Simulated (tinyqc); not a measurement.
Strained alloy layer of GaSb and GaAs on (001) InP, model-solid band line-up: one step of the calculation.

The layer is x parts of the first compound and 1 - x of the second, grown coherently on the third as substrate and barrier. Rows of the table: lattice constant a, average valence level Ea on an absolute scale, spin-orbit splitting so, gaps at Gamma, X and L, hydrostatic deformation potentials av and ac (Gamma), shear potential b, elastic constants, electron and heavy-hole (along z) masses. All are interpolated linearly in x; gaps get -C x (1 - x), taken wholly in the conduction band; real line-ups can differ from this model by 0.1 eV or more.

Task. Band edges and offsets. In-plane strain e = (a_substrate - a)/a, e_z = -2 (c12/c11) e, volume change 2 e + e_z. With v = 2 e + e_z and d = 2 b (e_z - e): Eav = Ea + av v; E_hh = Eav + so/3 - d/2; E_lh = Eav - so/6 + d/4 + sqrt(so^2 + so d + 9 d^2/4)/2; E_c = Ea + so/3 + EG + ac v (Gamma). Substrate: E_v = Ea + so/3, E_c = E_v + EG. Well depths: dEc = E_c(substrate) - E_c, dEhh = E_hh - E_v(substrate), dElh likewise; strained Gamma gap E_c - max(E_hh, E_lh); positive values confine carriers in the layer.

Inputs (values chosen for the exercise): fraction of the first compound in the layer x = 0.54; bowing of the Gamma gap CG = 1.43 eV; bowing of the X gap CX = 1.2 eV; bowing of the L gap CL = 1.2 eV.

Binary compounds, values chosen for the exercise:

|  | close to GaSb | close to GaAs | close to InP |
|---|---|---|---|
| a (angstrom) | 6.096 | 5.653 | 5.869 |
| Ea (eV) | -6.25 | -6.92 | -7.04 |
| so (eV) | 0.752 | 0.34 | 0.111 |
| EG (eV) | 0.736 | 1.44 | 1.34 |
| EX (eV) | 1.04 | 1.91 | 2.22 |
| EL (eV) | 0.816 | 1.71 | 1.93 |
| av (eV) | 0.788 | 1.16 | 1.27 |
| ac (eV) | -6.86 | -7.2 | -5.09 |
| b (eV) | -2.03 | -1.72 | -1.72 |
| c11 (GPa) | 89.2 | 120 | 102 |
| c12 (GPa) | 40.7 | 53.2 | 55.6 |
| me (m0) | 0.0393 | 0.0676 | 0.0807 |
| mh (m0) | 0.251 | 0.351 | 0.527 |

Give: d; E_hh; E_lh; E_c; strained Gamma gap; dEc; dEhh; dElh.

Result.

d = -0.028245 eV
E_hh = -6.3607 eV
E_lh = -6.3883 eV
E_c = -5.6356 eV
strained Gamma gap = 0.72512 eV
dEc = -0.027372 eV
dEhh = 0.64225 eV
dElh = 0.61473 eV

The heavy-hole band lies on top, by 27.5 meV. At Gamma the line-up is type II, holes in the layer and electrons outside.

Program tinyqc, `OMP_NUM_THREADS=1 python tinyqc.py 2690060 2690061 out.jsonl`; Intel Xeon 2.30GHz, shared host, one thread, about 0.01 s.
